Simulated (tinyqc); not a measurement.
From results to parameters: Hubbard dimer. Computed by the program tinyqc.

Problem. A two-site Hubbard model with two electrons has its ground state at (U - sqrt(U^2 + 16 t^2))/2, the triplet at 0 and the odd ionic singlet at U. Find t, U and the double occupancy per site.

singlet-triplet splitting = 0.129196 eV
gap from the ground state to the ionic odd singlet = 6.839196 eV

Solution. The difference of the two gaps is U and their product is 4 t^2; the double occupancy per site is (1 - U/sqrt(U^2 + 16 t^2))/4.

t, U (eV): 0.470  6.710
double occupancy per site = 0.009
